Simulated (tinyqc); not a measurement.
Propagation of a band-gap error through k.p and effective-mass formulas: one step. Masses, g factor and screening for both gaps. Three cases, with inputs chosen for the exercise.

Question. Evaluate the chain at Eg and at Eg2.

Chain, for a gap E (the reference Eg or another value), with Ep and Dso kept: 1/me = 1 + Ep (E + 2 Dso/3)/(E (E + Dso)); g* = 2 - 2 Ep Dso/(3 E (E + Dso)); g1(E) = g1 + (Ep/3)(1/E - 1/Eg), g2(E) = g2 + (Ep/6)(1/E - 1/Eg), light hole 1/(g1 + 2 g2), heavy hole 1/(g1 - 2 g2) along [100]; optical constant ei(E) = 1 + (ei - 1)(EP/(EP + E - Eg))^2, static e0(E) = ei(E) + e0 - ei.

Case 1.

Values chosen (reference values near those of GaAs, gap at low temperature; not measured data): Eg = 1.53 eV (gap at Gamma to the s-like level); Dso = 0.335 eV (spin-orbit splitting); Ep = 25.9 eV (Kane energy); g1 = 6.95 (Luttinger gamma1); g2 = 2.07 (gamma2); e0 = 13.02 (static dielectric constant); ei = 10.99 (optical dielectric constant); EP = 5.11 eV (mean (Penn) gap); Eg2 = 0.918 eV (a wrong gap, of the size a semi-local functional can give).

Case 2.

Values chosen (reference values near those of GaSb, gap at low temperature; not measured data): Eg = 0.809 eV (gap at Gamma to the s-like level); Dso = 0.748 eV (spin-orbit splitting); Ep = 27.1 eV (Kane energy); g1 = 13.43 (Luttinger gamma1); g2 = 4.69 (gamma2); e0 = 15.66 (static dielectric constant); ei = 14.31 (optical dielectric constant); EP = 4.17 eV (mean (Penn) gap); Eg2 = 1.375 eV (a wrong gap, of the size a hybrid with far too much exact exchange can give).

Case 3.

Values chosen (reference values near those of InAs, gap at low temperature; not measured data): Eg = 0.416 eV (gap at Gamma to the s-like level); Dso = 0.387 eV (spin-orbit splitting); Ep = 21.7 eV (Kane energy); g1 = 19.91 (Luttinger gamma1); g2 = 8.52 (gamma2); e0 = 14.94 (static dielectric constant); ei = 12.12 (optical dielectric constant); EP = 4.69 eV (mean (Penn) gap); Eg2 = 0.258 eV (a wrong gap).

Give: Band values at the two gaps.

Answer.

Case 1.

Band values at the two gaps:

| quantity | at Eg | at Eg2 | ratio |
|---|---|---|---|
| me | 0.05912 | 0.03745 | 0.634 |
| g* | -0.02714 | -3.029 | - |
| g1 | 6.950 | 10.71 | 1.541 |
| g2 | 2.070 | 3.951 | 1.909 |
| light hole | 0.09017 | 0.05372 | 0.596 |
| heavy hole | 0.3559 | 0.3559 | 1.000 |
| ei | 10.99 | 13.89 | 1.264 |
| e0 | 13.02 | 15.92 | 1.223 |

The gap is off by a factor of 0.60; the electron mass follows with 0.63 and the light hole with 0.60, while the heavy hole, which does not couple to the conduction level, keeps its value. The optical constant changes less, by +26 %, as it answers to the mean gap, which shifts by the same -0.61 eV on a base of 5.11 eV. g* moves by -3.00; near zero it is a difference of larger terms, and remote bands, left out here, shift it by tenths.

Case 2.

Band values at the two gaps:

| quantity | at Eg | at Eg2 | ratio |
|---|---|---|---|
| me | 0.03432 | 0.05436 | 1.584 |
| g* | -8.729 | -2.629 | - |
| g1 | 13.43 | 8.834 | 0.658 |
| g2 | 4.690 | 2.392 | 0.510 |
| light hole | 0.04384 | 0.07344 | 1.675 |
| heavy hole | 0.2469 | 0.2469 | 1.000 |
| ei | 14.31 | 11.32 | 0.791 |
| e0 | 15.66 | 12.67 | 0.809 |

The gap is off by a factor of 1.70; the electron mass follows with 1.58 and the light hole with 1.68, while the heavy hole, which does not couple to the conduction level, keeps its value. The optical constant changes less, by -21 %, as it answers to the mean gap, which shifts by the same +0.57 eV on a base of 4.17 eV. g* moves by +6.10; remote bands, left out here, shift it by tenths or, where it is large, by some per cent.

Case 3.

Band values at the two gaps:

| quantity | at Eg | at Eg2 | ratio |
|---|---|---|---|
| me | 0.02233 | 0.01464 | 0.656 |
| g* | -14.76 | -31.64 | - |
| g1 | 19.91 | 30.56 | 1.535 |
| g2 | 8.520 | 13.84 | 1.625 |
| light hole | 0.02706 | 0.01717 | 0.634 |
| heavy hole | 0.3484 | 0.3484 | 1.000 |
| ei | 12.12 | 12.91 | 1.065 |
| e0 | 14.94 | 15.73 | 1.053 |

The gap is off by a factor of 0.62; the electron mass follows with 0.66 and the light hole with 0.63, while the heavy hole, which does not couple to the conduction level, keeps its value. The optical constant changes less, by +7 %, as it answers to the mean gap, which shifts by the same -0.16 eV on a base of 4.69 eV. g* moves by -16.88; remote bands, left out here, shift it by tenths or, where it is large, by some per cent.

Computed by tinyqc, one run a case: `OMP_NUM_THREADS=1 python tinyqc.py N N+1 out.jsonl` with N = 1850875, 1850955, 1851196; one thread of a shared Intel(R) Xeon(R) Processor @ 2.30GHz, about 0.01 s a run at most.
